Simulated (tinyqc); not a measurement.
Linear model of a band gap against the share of exact exchange: one step. Self-consistent share. Two cases, with inputs chosen for the exercise.

Task: Iterate alpha -> 1/eps(alpha) seven times from a_start. The fixed point solves alpha eps(alpha) = 1; the contraction factor there is 2 (eps - 1) S/((EP + S alpha) eps^2).

E(alpha) = E0 + S alpha. A wider gap screens less, modelled in the Penn form eps(alpha) = 1 + (e0 - 1)(EP/(EP + S alpha))^2 with a scale EP chosen for the exercise. A dielectric-dependent hybrid takes alpha = 1/eps.

Case 1.

Values chosen (of the order of those of GaP; the results hold for these values, not for the real material): E0 = 1.59 eV (gap of the semi-local functional); S = 5.43 eV (slope dE/d(alpha)); e0 = 10.01 (optical dielectric constant at alpha = 0); EP = 11.5 eV (energy scale of the screening); a_start = 0.25 (starting alpha).

Case 2.

Values chosen (of the order of those of Al2O3; the results hold for these values, not for the real material): E0 = 5.98 eV (gap of the semi-local functional); S = 9.01 eV (slope dE/d(alpha)); e0 = 3.5 (optical dielectric constant at alpha = 0); EP = 26.5 eV (energy scale of the screening); a_start = 0.1 (starting alpha).

Give: Iterates; fixed point; contraction factor.

Result:

Case 1.

Iterates:
```
step    alpha     eps  E (eV)
0     0.25000  8.2079  2.9475
1     0.12183  9.0564  2.2516
2     0.11042  9.1392  2.1896
3     0.10942  9.1465  2.1841
4     0.10933  9.1471  2.1837
5     0.10932  9.1472  2.1836
6     0.10932  9.1472  2.1836
7     0.10932  9.1472  2.1836
```

fixed point = 0.10932
contraction factor = 0.0874

The factor is positive, so the iterates approach from one side, the error shrinking to 0.09 of itself each step; the gap is within 0.01 eV of its limit from step 2. Self-consistency moves the gap by +0.051 eV against the one-shot choice 1/e0, since a wider gap screens less.

Case 2.

Iterates:
```
step    alpha     eps  E (eV)
0     0.10000  3.3383  6.8810
1     0.29955  3.0592  8.6790
2     0.32688  3.0249  8.9252
3     0.33059  3.0203  8.9586
4     0.33109  3.0197  8.9631
5     0.33116  3.0196  8.9638
6     0.33117  3.0196  8.9638
7     0.33117  3.0196  8.9638
```

fixed point = 0.33117
contraction factor = 0.1354

The factor is positive, so the iterates approach from one side, the error shrinking to 0.14 of itself each step; the gap is within 0.01 eV of its limit from step 3. Self-consistency moves the gap by +0.410 eV against the one-shot choice 1/e0, since a wider gap screens less.

Computed by tinyqc, one run a case: `OMP_NUM_THREADS=1 python tinyqc.py N N+1 out.jsonl` with N = 1880309, 1880339; one thread of a shared Intel(R) Xeon(R) Processor @ 2.30GHz, about 0.01 s a run at most.
